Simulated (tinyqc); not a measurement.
Worked calculation: plane-wave Kohn-Sham cycle with exchange-only LDA in a layered model solid. One step of it, computed by the program tinyqc.

Task: Iteration 2: levels at that k. Diagonalise the Hermitian matrix.

H (hartree), order -2, -1, +0, +1, +2:
$$\begin{pmatrix}
0.225413 & 0.365113 & -0.109115 & 0.000619 & -0.001461 \\
0.365113 & -0.213783 & 0.365113 & -0.109115 & 0.000619 \\
-0.109115 & 0.365113 & -0.301622 & 0.365113 & -0.109115 \\
0.000619 & -0.109115 & 0.365113 & -0.038105 & 0.365113 \\
-0.001461 & 0.000619 & -0.109115 & 0.365113 & 0.576769
\end{pmatrix}$$

Give: eigenvalues.

Result:

eigenvalues (hartree): [-0.8985, -0.2356, 0.1881, 0.4432, 0.7516]
